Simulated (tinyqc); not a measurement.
From one set of inputs to another, one input at a time: Holstein polaron on two sites. Computed by tinyqc, a small Python program. Command: `OMP_NUM_THREADS=1 python tinyqc.py 3000822 3000823 out.jsonl holstein ladder`. One thread of a shared host (Intel(R) Xeon(R) Processor @ 2.30GHz), about 0.02 s of CPU time with the checks.

One electron on sites 1 and 2: H = -t (c1+ c2 + c2+ c1) + hbar omega sum_i b_i+ b_i - g hbar omega sum_i n_i (b_i + b_i+). The symmetric phonon shifts the energy by -g^2 hbar omega/2 and drops out; with b = (b_1 - b_2)/sqrt(2) there remains H = -t sigma_x + hbar omega b+ b - (g hbar omega/sqrt(2)) sigma_z (b + b+). Parity splits it into blocks p = +1 and -1 over phonon numbers n. Zero-point energies are left out. Weights Z refer to mode b alone; the displaced symmetric mode multiplies the full zero-phonon weight by exp(-g^2/2).

The inputs printed are set A. Inputs not listed in the table keep their values of set A, so the rows need not describe a real material.

Inputs (values chosen for the exercise, for a model dimer): hopping t = 210 meV; phonon energy hbar omega = 149 meV; coupling g = 2.45.

Method. Block p: H_nn = n hbar omega - p t (-1)^n - g^2 hbar omega/2, H_(n,n+1) = -(g hbar omega/sqrt(2)) sqrt(n + 1). Use 60 levels in both blocks; Z = c_0^2 is the weight of n = 0 in the ground state c; the splitting is the lowest odd level less the lowest even one, which without coupling is the smaller of 2t and hbar omega; <sigma_x> = sum (-1)^n c_n^2 measures the kinetic energy.

Each row keeps all changes above it:

| input moved | from | to | splitting (meV) | mean phonon number in b | <sigma_x> |
|---|---|---|---|---|---|
| set A | - | - | 1.63 | 2.710 | 0.2675 |
| phonon energy hbar omega (meV) | 149 | 95.2 | 2.83 | 2.275 | 0.4287 |
| coupling g | 2.45 | 0.914 | 76.62 | 0.024 | 0.9678 |
| hopping t (meV) | 210 | 150 | 69.66 | 0.041 | 0.9442 |

Splitting goes from 1.63 to 69.7, a factor 42.7 in all. The largest single move comes from coupling g (a factor 27.1). Mean phonon number in b goes from 2.71 to 0.0413, a factor 0.0153 in all. The largest single move comes from coupling g (a factor 0.0104), and hopping t works against it (a factor 1.74). <sigma_x> goes from 0.267 to 0.944, a factor 3.53 in all. The largest single move comes from coupling g (a factor 2.26). The single moves hold for this order of the switches; the total does not depend on the order.

Caution (rows coupling g, hopping t): with hbar omega below 2t the lowest odd level starts as a one-phonon state, so the splitting here is a softened phonon and not a narrowed hopping.

Extremes, crossings and ranges named in words are read from the listed rows.
